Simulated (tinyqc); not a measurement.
Small-signal admittance of a forward-biased p+-n diode: two steps of the calculation.

Holes injected into a neutral base of width wb with an ohmic contact at its end; low injection, p0 far above the equilibrium density. A small voltage v exp(i w t), w = 2 pi f, modulates the edge density by p0 v/Vt, and the small-signal density obeys Dp d2p/dx2 = (1/tau + i w) p.

Inputs (values chosen for the exercise); permittivity close to that of gallium arsenide:
- T = 275 K (temperature)
- eps_r = 12.9 (relative permittivity)
- Nd = 1.5e15 cm^-3 (donor density of the base)
- Dp = 5.2 cm^2/s (hole diffusion coefficient)
- tau = 2e-8 s (hole lifetime)
- wb = 5.8 um (width of the neutral base)
- p0 = 3.3e11 cm^-3 (excess hole density at the junction edge)
- Na = 3e19 cm^-3 (acceptor density of the p+ side)
- f = 2e6 Hz (signal frequency)

Constants: q = 1.602176634e-19 C, kB = 1.380649e-23 J/K, Vt = kB T/q, eps0 = 8.8541878128e-14 F/cm where lengths are in cm. Results are converted to the units shown.

Task 1. Closed-form admittance. L = sqrt(Dp tau); direct current J = (q Dp p0/L) coth(wb/L); k = sqrt(1 + i w tau)/L; diffusion admittance Y = (q Dp p0/Vt) k coth(k wb) = G + i w C_diff; junction capacitance C_j = sqrt(q eps0 eps_r Nd/(2 Vr)) in the depletion approximation, with the remaining barrier Vr = Vt ln(Na/p0), a rough value under forward bias; base-width modulation is left out.

Give: L; J; k wb; Y; C_diff; C_j.

Result 1.

L = 3.2249 um
J = 9.0058e-4 A/cm^2
k wb = 1.8124+0.2243i
Y = 0.038137+0.003826i S/cm^2
C_diff = 3.0445e-4 uF/cm^2
C_j = 0.017778 uF/cm^2

G is 1.00 times its low-frequency value J/Vt, and C_diff is 0.0171 times C_j.

Task 2. The same by finite differences. 9 equal intervals, h = wb/9; u = small-signal density over its edge value, u_0 = 1, u_9 = 0; u_(i-1) + b u_i + u_(i+1) = 0 with b = -2 - h^2 (1/tau + i w)/Dp; Y = (q Dp p0/(Vt h)) (-b/2 - u_1), which includes the half box at the edge.

Find: b; u; Y on the mesh.

Result 2.

b = -2.040-0.010i
u, node 1 to 8: 0.8070-0.0166i  0.6464-0.0258i  0.5119-0.0295i  0.3982-0.0292i  0.3006-0.0262i  0.2153-0.0211i  0.1388-0.0147i  0.0680-0.0076i
Y on the mesh = 0.03833+0.00389i S/cm^2

Computed by the program tinyqc: `OMP_NUM_THREADS=1 python tinyqc.py 2890171 2890172 out.jsonl`, one thread of a shared Intel Xeon 2.30GHz, about 0.01 s for the whole run.
